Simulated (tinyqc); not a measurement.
Hueckel theory of the pi electrons, for the molecule [CH2+]c1ccccc1 (SMILES; centres numbered as the heavy atoms are written), step by step. Computed by tinyqc, a small Python program that keeps every step. Settings: charge = 1. Command: `OMP_NUM_THREADS=1 python tinyqc.py 29402 29403 out.jsonl` (the two numbers bound the seeds that draw the settings). One thread of a shared host (Intel(R) Xeon(R) Processor @ 2.60GHz), about 0.03 s of CPU time with the checks.

## The Hueckel matrix

Centres:
```
centre  z_r, pi electrons of the neutral centre        h
1C                                            1  0.00000
2C                                            1  0.00000
3C                                            1  0.00000
4C                                            1  0.00000
5C                                            1  0.00000
6C                                            1  0.00000
7C                                            1  0.00000
```

Bonds:
```
i  j  k
1  2  1
2  3  1
3  4  1
4  5  1
5  6  1
6  7  1
7  2  1
```

H_rr = alpha + h_r beta, H_rs = k_rs beta for bonded centres.

Hueckel matrix in units of beta (H = alpha + beta A), lower triangle:
```
         1C       2C       3C       4C       5C       6C       7C
1C  0.00000
2C  1.00000  0.00000
3C  0.00000  1.00000  0.00000
4C  0.00000  0.00000  1.00000  0.00000
5C  0.00000  0.00000  0.00000  1.00000  0.00000
6C  0.00000  0.00000  0.00000  0.00000  1.00000  0.00000
7C  0.00000  1.00000  0.00000  0.00000  0.00000  1.00000  0.00000
```

## Orbitals

pi electrons, sum of z_r less the charge = 6

Diagonalise; E = alpha + x beta with beta < 0, so the largest x are filled first; degenerate levels share their electrons. P = sum n_i c_ri c_si; each orbital has its largest coefficient positive (the first on a tie).

x values: 2.10100  1.25928  1.00000  0.00000  -1.00000  -1.25928  -2.10100

occupations: 2.00000  2.00000  2.00000  0.00000  0.00000  0.00000  0.00000

coefficients:
```
        MO1       MO2       MO3       MO4       MO5       MO6       MO7
1C  0.23798  -0.39705   0.00000   0.75593   0.00000  -0.39705  -0.23798
2C  0.50000  -0.50000   0.00000   0.00000   0.00000   0.50000   0.50000
3C  0.40626  -0.11629   0.50000  -0.37796   0.50000  -0.11629  -0.40626
4C  0.35355   0.35355   0.50000   0.00000  -0.50000  -0.35355   0.35355
5C  0.33656   0.56152   0.00000   0.37796   0.00000   0.56152  -0.33656
6C  0.35355   0.35355  -0.50000   0.00000   0.50000  -0.35355   0.35355
7C  0.40626  -0.11629  -0.50000  -0.37796  -0.50000  -0.11629  -0.40626
```

charge and bond-order matrix P, lower triangle:
```
          1C        2C        3C        4C       5C       6C       7C
1C   0.42857
2C   0.63503   1.00000
3C   0.28571   0.52255   0.85714
4C  -0.11248   0.00000   0.70504   1.00000
5C  -0.28571  -0.22496   0.14286   0.63503  0.85714
6C  -0.11248   0.00000  -0.29496   0.00000  0.63503  1.00000
7C   0.28571   0.52255  -0.14286  -0.29496  0.14286  0.70504  0.85714
```

## Energy, charges, bond orders

E = sum n x; q_r = z_r - P_rr; bond order p = P_rs; free valence = sqrt(3) - sum of p over the bonds of the atom.

pi energy = 6 alpha + this times beta = 8.72057

pi charges: 1C 0.57143, 2C 0.00000, 3C 0.14286, 4C 0.00000, 5C 0.14286, 6C 0.00000, 7C 0.14286

Bond orders and lengths from R = 1.517 - 0.180 p (angstrom, C-C alone):
```
bond        p        R
1-2   0.63503  1.40269
2-3   0.52255  1.42294
3-4   0.70504  1.39009
4-5   0.63503  1.40269
5-6   0.63503  1.40269
6-7   0.70504  1.39009
7-2   0.52255  1.42294
```

free valence of the carbons: 1C 1.09702, 2C 0.05191, 3C 0.50446, 4C 0.39198, 5C 0.46198, 6C 0.39198, 7C 0.50446

gap between the highest filled and the next level = 1.00000 |beta|
